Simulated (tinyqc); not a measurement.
Inversion-layer mobility, back-scattering and ballistic limit of a field-effect transistor: one step, computed by the program tinyqc. Command: `OMP_NUM_THREADS=1 python tinyqc.py 3017742 3017743 out.jsonl mos walk`. One thread of a shared host (Intel(R) Xeon(R) Processor @ 2.30GHz), about 0.01 s of CPU time with the checks.

The charge at the top of the source barrier is fixed by the gate; series resistance and short-channel effects are left out. F_j are Fermi integrals normalised to exp(eta) in the classical limit.

Task: Back-scattering. F_j(eta) = (1/Gamma(j + 1)) int_0^infinity x^j/(1 + exp(x - eta)) dx, F_0 = ln(1 + exp(eta)). Integrals over x = E/(k_B T) use 160 Gauss-Legendre points in u = sqrt(x) from 0 to sqrt(max(eta, 0) + 32). Ballistic channel: N_2D = g_v m k_B T/(pi hbar^2), U = e V_D/(k_B T); eta_F solves N_inv = (N_2D/2)[F_0(eta_F) + F_0(eta_F - U)]; v_T = sqrt(2 k_B T/(pi m)); I/W = e (N_2D/2) v_T [F_1/2(eta_F) - F_1/2(eta_F - U)]; injection velocity v_T F_1/2(eta_F)/F_0(eta_F). Mean free path lambda = (2 k_B T/e)(mu/v_T) F_0(eta_0)/F_-1/2(eta_0), with eta_0 from N_inv = N_2D F_0(eta_0); critical length l = L (1 + U)^(-a), an empirical rule; back-scattering r = l/(l + lambda). Then eta solves N_inv = (N_2D/2)[(1 + r) F_0(eta) + (1 - r) F_0(eta - U)] and I/W = e (N_2D/2) v_T (1 - r)[F_1/2(eta) - F_1/2(eta - U)]. Ballistic ratio: I over the ballistic current. Apparent mobility 1/(1/mu + 1/mu_B), mu_B = mu L/lambda.

Inputs (values chosen for the exercise, modelled on a germanium p-channel):

| quantity | value | unit |
|---|---|---|
| transport mass m | 0.2 | m_0 |
| valley degeneracy g_v | 1 | - |
| drain voltage V_D | 0.05 | V |
| channel length L | 28 | nm |
| exponent a of the critical length | 0.63 | - |
| temperature T | 400 | K |

Statistics at the top of the barrier: Fermi-Dirac.

inversion density N_inv = 2.228336e+12 1/cm^2

effective mobility mu = 255.4664 cm^2/(V s)

Constants: m_0 = 9.1093837015e-31 kg; k_B = 1.380649e-23 J/K; hbar = 1.054571817e-34 J s; k_B = 8.617333262e-05 eV/K; e = 1.602176634e-19 C.

Give: eta_0; mean free path lambda; critical length l; back-scattering coefficient r; current I/W; ballistic ratio; apparent low-field mobility.

Result:

eta_0 = 0.15526

mean free path lambda = 14.745 nm

critical length l = 15.919 nm

back-scattering coefficient r = 0.51914

current I/W = 112.97 microampere/micrometre

ballistic ratio = 0.38747

apparent low-field mobility = 167.34 cm^2/(V s)

L/lambda = 1.90; at this drain voltage the first 15.9 nm can return carriers, and the ratio is 39 %.
